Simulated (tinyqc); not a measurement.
Inside a calculation. Method: lattice vibrations of a chain. Computed by tinyqc, a small Python program that keeps every step. Command: `OMP_NUM_THREADS=1 python tinyqc.py 26148 26149 out.jsonl` (the two numbers bound the seeds that draw the settings). One thread of a shared host (Intel(R) Xeon(R) Processor @ 2.60GHz), about 0.01 s of CPU time with the checks.

## Dynamical matrix at q = 0.11

A chain moving along its axis:

| atom | mass (u) | spring to the next atom (eV/angstrom^2) |
|---|---|---|
| 1 | 2.900000 | 22.100000 |
| 2 | 55.700000 | 13.400000 |

q is in units of 2 pi/a. A spring k from atom i to atom j, n cells on, adds k to Phi_ii and Phi_jj, -k exp(2 pi i q n) to Phi_ij and the conjugate to Phi_ji (for one atom a cell: 2k (1 - cos 2 pi q n)); D_ij = Phi_ij / sqrt(m_i m_j).

D(q) (eV/(angstrom^2 u)):
```
                     1                    2
1            12.241379  -2.551243+0.672058i
2  -2.551243-0.672058i             0.637343
```

## Frequencies

omega^2 are the eigenvalues; wavenumber = 521.4708 sqrt(eigenvalue) 1/cm.

eigenvalues: 0.065672  12.813050

wavenumbers (1/cm): 133.6  1866.6

weights |e|^2 of the mass-weighted modes:
```
          mode 1    mode 2
atom 1  0.044846  0.955154
atom 2  0.955154  0.044846
```

## Dispersion and heat capacity

C/k_B per atom = mean over q = (j + 1/2)/80, j = 0..39 and all branches of y^2 e^y/(e^y - 1)^2, y = hc wavenumber / k_B T.

Wavenumbers (1/cm):

| q | branch 1 | branch 2 |
|---|---|---|
| 0.000000 | 0.000000 | 1871.399068 |
| 0.062500 | 76.832972 | 1869.821159 |
| 0.125000 | 151.079349 | 1865.290729 |
| 0.187500 | 220.145853 | 1858.405304 |
| 0.250000 | 281.448227 | 1850.113880 |
| 0.312500 | 332.472927 | 1841.628688 |
| 0.375000 | 370.905215 | 1834.274732 |
| 0.437500 | 394.827126 | 1829.274723 |
| 0.500000 | 402.952743 | 1827.502000 |

Heat capacity:

| T (K) | C/k_B per atom |
|---|---|
| 20 | 0.037155 |
| 50 | 0.095582 |
| 100 | 0.208762 |
| 200 | 0.369535 |
| 300 | 0.438208 |
| 600 | 0.600812 |
| 1200 | 0.832311 |

zero-point energy per atom = 65.223511 meV
